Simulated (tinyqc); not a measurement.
Metal-induced gap states at the contact of a metal chain and a two-band chain: one step. Density site by site. Two cases, with inputs chosen for the exercise.

Problem. D1 = -Im G11/pi, D2 = (t g2)^2 D1, and each further period multiplies by l^2. The sum over all sites is (D1 + D2)/(1 - l^2). The Green functions stand in the order g1, g2.

The semiconductor alternates sites A at -Eg/2 and C at +Eg/2 with hopping -t; the gap runs from -Eg/2 to Eg/2. In the gap cosh(q a) = 1 + (Eg^2/4 - E^2)/(2 t^2) and the amplitude changes by -exp(-q a) a period. The metal has site energy 0 and hopping -tm; its end site has g_m = (E - i sqrt(4 tm^2 - E^2))/(2 tm^2). Sites 1, 2, ... count into the semiconductor, with energies e1, e2 alternating. The clean half chain has g1 = 1/(E - e1 - t^2 g2), g2 = 1/(E - e2 - t^2 g1), decaying root. With the contact G11 = 1/(1/g1 - tc^2 g_m), and the density on site j is -Im G_jj/pi = |psi_j/psi_1|^2 (-Im G11/pi), per spin, with psi_2/psi_1 = -t g2, psi_3/psi_2 = -t g1.

Give: density on sites 1 to 8; Ds, the density per spin summed over the semiconductor.

Case 1.

Values chosen (out of a larger set: gap and optical dielectric constant near those of Si; the chain itself is a model; not measured data): t = 2.65 eV (hopping in the semiconductor).

l = 0.8635015

g1, g2 (1/eV): [0.9413688, -0.1306206]

G11 = 0.4348129-0.4225998i 1/eV

Solution.

density on sites 1 to 8 (1/eV): [0.13452, 0.01612, 0.10030, 0.01202, 0.07479, 0.00896, 0.05576, 0.00668]

Ds, the density per spin summed over the semiconductor = 0.59220 1/eV

The first period holds 25 % of the gap states at this energy.

Case 2.

Values chosen (out of a larger set: gap and optical dielectric constant near those of Si; the chain itself is a model; not measured data): t = 2.72 eV (hopping in the semiconductor).

l = 0.8151839

g1, g2 (1/eV): [0.3696322, -0.2980904]

G11 = 0.3621779-0.0493246i 1/eV

Solution.

density on sites 1 to 8 (1/eV): [0.01570, 0.01032, 0.01043, 0.00686, 0.00693, 0.00456, 0.00461, 0.00303]

Ds, the density per spin summed over the semiconductor = 0.07757 1/eV

The first period holds 34 % of the gap states at this energy.

Computed by tinyqc, one run a case: `OMP_NUM_THREADS=1 python tinyqc.py N N+1 out.jsonl` with N = 1481832, 1481987; one thread of a shared Intel(R) Xeon(R) Processor @ 2.30GHz, about 0.01 s a run at most.
